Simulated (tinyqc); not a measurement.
Geometry relaxation of a small cluster: one step, computed by the program tinyqc.

E = sum_i {sum_j A exp(-p (r_ij/r0 - 1)) - xi sqrt(rho_i)}, rho_i = sum_j exp(-2 q (r_ij/r0 - 1)); the force on i is -sum_j w_ij (R_i - R_j)/r_ij with w_ij = -(2p/r0) A exp(-p (r_ij/r0 - 1)) + (xi q/r0) exp(-2 q (r_ij/r0 - 1)) (rho_i^(-1/2) + rho_j^(-1/2)).

Question. The first two steps. BFGS: R(new) = R + B F with the inverse Hessian B = eta 1 at first; with s = R(new) - R, y = F - F(new), rho = 1/(y.s): B(new) = (1 - rho s y^T) B (1 - rho y s^T) + rho s s^T, skipped if y.s is not positive. No atom moves more than 0.3 angstrom a step (the whole step is scaled). Stop when the largest force component is below 1e-5 eV/angstrom.

Inputs (values chosen for the exercise, for model atoms):
```
quantity         value           unit
length r0         3.03       angstrom
repulsion A       0.14             eV
hopping xi        2.48             eV
decay p           11.5              -
decay q           2.25              -
step factor eta  0.026  angstrom^2/eV
```

Potential: Gupta. Method: BFGS.

starting positions (angstrom):
```
            x      y      z
atom 1  -0.04   0.14  -0.01
atom 2   3.02  -0.08  -0.22
atom 3   1.36   2.53  -0.22
atom 4   1.22   0.68   2.49
```

Give: positions after step 1; energy after step 1; positions after step 2; energy after step 2.

Answer.

positions after step 1 (angstrom):
```
             x       y       z
atom 1  -0.002   0.145   0.002
atom 2   2.959  -0.045  -0.194
atom 3   1.373   2.484  -0.196
atom 4   1.230   0.686   2.428
```

energy after step 1 = -15.56 eV

positions after step 2 (angstrom):
```
            x      y       z
atom 1  0.092  0.107   0.015
atom 2  2.719  0.093  -0.080
atom 3  1.452  2.347  -0.095
atom 4  1.298  0.724   2.199
```

energy after step 2 = -15.52 eV
